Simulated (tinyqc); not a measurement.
# Silicon n-p-n transistor, Gummel numbers and transit times, step by step

Numbers from tinyqc (`OMP_NUM_THREADS=1 python tinyqc.py 2320135 2320136 out.jsonl`; about 0.01 s on one thread of a shared Intel Xeon 2.30GHz). Printed values are rounded.

One-dimensional n-p-n transistor in the forward active mode at low injection. In the base p(x) = NB exp(-eta x/wb) and ni(x)^2 = ni^2 exp((g0 + g1 x/wb)/Vt); electrons leave the base at vsat; band spikes at the emitter junction and recombination inside the emitter are ignored.

Values chosen for this exercise; band and dielectric values close to those of silicon: temperature T = 300 K; band gap Eg = 1.14 eV; relative permittivity eps_r = 11.8; conduction-band density of states at T Nc = 2.82e19 cm^-3; valence-band density of states at T Nv = 2.67e19 cm^-3; saturation velocity vsat = 1.01e7 cm/s; neutral base width wb = 56 nm; base doping at the emitter edge NB = 5.2e17 cm^-3; doping falls as exp(-eta x/wb) eta = 1; gap reduction at the emitter edge of the base g0 = 0 eV; further gap reduction across the base (linear) g1 = 0 eV; electron diffusion coefficient in the base Dn = 4.9 cm^2/s; emitter doping NE = 6.8e19 cm^-3; gap reduction in the emitter (negative: wider gap) gE = 0.098 eV; neutral emitter width we = 57 nm; hole diffusion coefficient in the emitter Dp = 2.1 cm^2/s; recombination velocity at the emitter contact Se = 2e6 cm/s; electron lifetime in the base tb = 1e-6 s; collector doping NC = 1.3e16 cm^-3; collector-base reverse bias VCB = 0.1 V.

Constants: q = 1.602176634e-19 C, kB = 1.380649e-23 J/K, Vt = kB T/q, eps0 = 8.8541878128e-14 F/cm where lengths are in cm. Results are converted to the units shown.

Range of the model: Heavy doping makes emitter or base degenerate; gE and g0 are to be read as apparent gap changes that include this.

## Base Gummel number and transit time

f(x) = p(x) ni^2/ni(x)^2; I(x) = integral from x to wb of f/Dn, plus f(wb)/vsat; base Gummel number GB = I(0); electron density per unit flux n/(J/q) = I/f; base transit time tauB = integral of I/f over the base. Trapezoid rule on 9 equal steps.

| point | x (nm) | f (cm^-3) | I (s/cm^4) | I/f (s/cm) |
|---|---|---|---|---|
| 0 | 0.0000 | 5.2e17 | 3.94987e11 | 7.59590e-7 |
| 1 | 6.2222 | 4.65316e17 | 3.32427e11 | 7.14411e-7 |
| 2 | 12.4444 | 4.16383e17 | 2.76446e11 | 6.63922e-7 |
| 3 | 18.6667 | 3.72596e17 | 2.26352e11 | 6.07500e-7 |
| 4 | 24.8889 | 3.33414e17 | 1.81526e11 | 5.44447e-7 |
| 5 | 31.1111 | 2.98352e17 | 1.41414e11 | 4.73985e-7 |
| 6 | 37.3333 | 2.66977e17 | 1.05520e11 | 3.95241e-7 |
| 7 | 43.5556 | 2.38901e17 | 7.34010e10 | 3.07244e-7 |
| 8 | 49.7778 | 2.13778e17 | 4.46594e10 | 2.08905e-7 |
| 9 | 56.0000 | 1.91297e17 | 1.89403e10 | 9.90099e-8 |

GB = 3.94987e11 s/cm^4
tauB = 2.70353 ps

With 4000 steps GB = 3.946e11 s/cm^4 and tauB = 2.705 ps. A uniform base would give wb^2/(2 Dn) + wb/vsat = 3.75 ps; the built-in field, a drop of 1.00 Vt across the base, shortens the transit by a factor of 1.39.

## Gain, Early voltage and collector delay

ni = sqrt(Nc Nv) exp(-Eg/(2 Vt)), Eg in volts; GE = NE exp(-gE/Vt)(we/Dp + 1/Se); JC = J0 exp(VBE/Vt), J0 = q ni^2/GB; gain limited by back injection GE/GB, by base recombination tb/tauB, together 1/beta = the sum of the inverses; collector layer one-sided, Wc = sqrt(2 eps0 eps_r (Vbc + VCB)/(q NC)), Vbc = Vt ln(p(wb) NC/ni^2), Cjc = eps0 eps_r/Wc; Early voltage VA = GB q p(wb)/(f(wb) Cjc [1/Dn - (eta + g1/Vt)/(wb vsat)]), f(wb) = p(wb) exp(-(g0 + g1)/Vt), p(wb) = NB exp(-eta); tauC = Wc/(2 vsat).

ni = 7.29124e9 cm^-3
GE = 4.93476e12 s/cm^4
J0 = 2.15641e-11 A/cm^2
GE/GB = 12.4935
tb/tauB = 3.69887e5
beta = 12.4930
Wc = 302.770 nm
Cjc = 0.345079 fF/um^2
VA = 9.83843 V
tauC = 1.49886 ps

The gain is limited more by back injection into the emitter. beta VA = 123 V.
